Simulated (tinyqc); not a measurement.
Worked calculation: tight binding, kagome lattice. One step of it, computed by the program tinyqc.

Task: Levels at K. Diagonalise the Hermitian matrix.

H(k) at K (eV):
```
                     A                    B                    C
A             0.000000  -1.020000+0.502295i  -1.020000-0.502295i
B  -1.020000-0.502295i             0.000000  -1.020000+0.502295i
C  -1.020000+0.502295i  -1.020000-0.502295i            -0.440000
```

Give: eigenvalues; weights |c|^2 of the basis functions.

Result:

eigenvalues (eV): -2.203  0.002  1.760

weights |c|^2 of the basis functions:
```
   band 1  band 2  band 3
A   0.296   0.333   0.370
B   0.296   0.333   0.370
C   0.407   0.334   0.259
```
